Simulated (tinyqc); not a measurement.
Valley-orbit splitting of a donor ground state, with strain. Changing the temperature T. Computed by tinyqc, a small Python program. Command: `OMP_NUM_THREADS=1 python tinyqc.py 3024678 3024679 out.jsonl valleyorbit sweep`. One thread of a shared host (Intel(R) Xeon(R) Processor @ 2.30GHz), about 0.01 s of CPU time with the checks.

The basis is the 1s envelope in each valley; energies are counted from the unstrained conduction-band edge. The strain is e_s (a a^T - 1/3) for the unit stress axis a, so valley j along n_j moves by Xi_u e_s w_j with w_j = (n_j.a)^2 - 1/3: +1/6 for x and y, -1/3 for z. The splitting at the zone boundary that a [110] shear adds for <100> valleys is left out.

Inputs (values chosen for the exercise, modelled on donors in silicon):
```
quantity                                     value   unit
single-valley binding energy E_0              30.9    meV
central-cell shift Lambda                     4.76    meV
coupling Delta_1                              3.32    meV
coupling Delta_2                              2.79    meV
shear deformation potential Xi_u              8.63     eV
shear strain e_s                          -0.00036      -
donor density N_D                          2.1e+17  cm^-3
density-of-states mass of one valley m_e     0.326    m_0
```

Valleys: six along <100>. Stress axis: [110].

Constants: k_B = 8.617333262e-05 eV/K; m_0 = 9.1093837015e-31 kg; k_B = 1.380649e-23 J/K; h = 6.62607015e-34 J s.

Method. H_jj = -(E_0 + Lambda) + Xi_u e_s w_j; H_jk = -Delta_2 between opposite valleys and -Delta_1 between perpendicular ones. z = sum over levels of exp(-(E - E_ground)/k_B T), the ground-state share being 1/z; N_c = 2 (2 pi m_e k_B T/h^2)^(3/2) sum_j exp(-(shift_j - lowest shift)/k_B T); n1 = N_c/(2 z) exp(-binding/k_B T), binding = lowest shift - E_ground; without compensation n = 2 N_D/(1 + sqrt(1 + 4 N_D/n1)) (Boltzmann statistics; p and higher states left out).

One run for each value:
```
temperature T (K)  partition sum z  share of neutral donors in the ground state  free electrons n (cm^-3)
10                           1.000                                       1.0000                 1.394e+04
15                           1.000                                       1.0000                 3.920e+08
23                           1.000                                       0.9997                 5.504e+11
36                           1.010                                       0.9899                 8.402e+13
55                           1.086                                       0.9206                 1.963e+15
84                           1.349                                       0.7412                 1.537e+16
130                          1.894                                       0.5280                 5.654e+16
200                          2.632                                       0.3799                 1.162e+17
300                          3.370                                       0.2968                 1.628e+17
```

Describe the trends.

Over the rows, partition sum z rises from 1.00 to 3.37; share of neutral donors in the ground state falls from 1.000 to 0.297; free electrons n (cm^-3) rises from 13900 to 1.63e17 (exponent d ln y / d ln x 25 between the first rows and 0.83 between the last).

Caution (all rows): at this donor density neighbouring orbits begin to overlap and the depth shrinks, which a fixed level leaves out. Caution (rows 130, 200, 300): k_B T exceeds a third of E_0, so the p and higher states, left out, hold part of the bound electrons.

Extremes, crossings and ranges named in words are read from the listed rows.
